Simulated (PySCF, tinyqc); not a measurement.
Inside a calculation. Method: CCD on RHF in the sto-6g basis, for H4, spin multiplicity 1. The lowest restricted solution is unstable here: a spin-polarised one lies 0.0836 hartree lower (PySCF). One step of it, computed by the program tinyqc.

Task: Orthogonalisation. S = U s U^T; symmetric (Loewdin) form X = U s^(-1/2) U^T, so that X^T S X = 1.

overlap S, order 1H 1s, 2H 1s, 3H 1s, 4H 1s:
```
[[1.000000, 0.346767, 0.254274, 0.123832],
 [0.346767, 1.000000, 0.123832, 0.254274],
 [0.254274, 0.123832, 1.000000, 0.346767],
 [0.123832, 0.254274, 0.346767, 1.000000]]
```

Give: eigenvalues of S; X.

Result:

eigenvalues of S: [0.523, 0.784, 0.969, 1.725]

X, order 1H 1s, 2H 1s, 3H 1s, 4H 1s:
```
[[1.073, -0.184, -0.127, 0.000],
 [-0.184, 1.073, 0.000, -0.127],
 [-0.127, 0.000, 1.073, -0.184],
 [0.000, -0.127, -0.184, 1.073]]
```
